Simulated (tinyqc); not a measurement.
# Potential step from the flux

Problem. On one interval J = (q mu Vt/hx) [nb B(d) - na B(-d)], B(d) = d/(exp(d) - 1), d = (psi_b - psi_a)/Vt. Find psi_b - psi_a, and the step at which J would vanish.

Values chosen for this exercise: temperature T = 350 K; electron mobility mu = 1010 cm^2/(V s); density at the left node na = 1e15 cm^-3; density at the right node nb = 1e14 cm^-3; node spacing hx = 18 nm.

Constants: q = 1.602176634e-19 C, kB = 1.380649e-23 J/K, Vt = kB T/q. Results are converted to the units shown.

J = -5945.1211 A/cm^2

Answer. B(d) falls and B(-d) rises with d, so J falls steadily with the step and one value matches. J = 0 needs nb/na = exp(d), the Boltzmann ratio.

psi_b - psi_a = 0.0570 V
step for J = 0 = -0.0694 V

Numbers from tinyqc (`OMP_NUM_THREADS=1 python tinyqc.py 2220011 2220012 out.jsonl`; about 0.01 s on one thread of a shared Intel Xeon 2.30GHz).
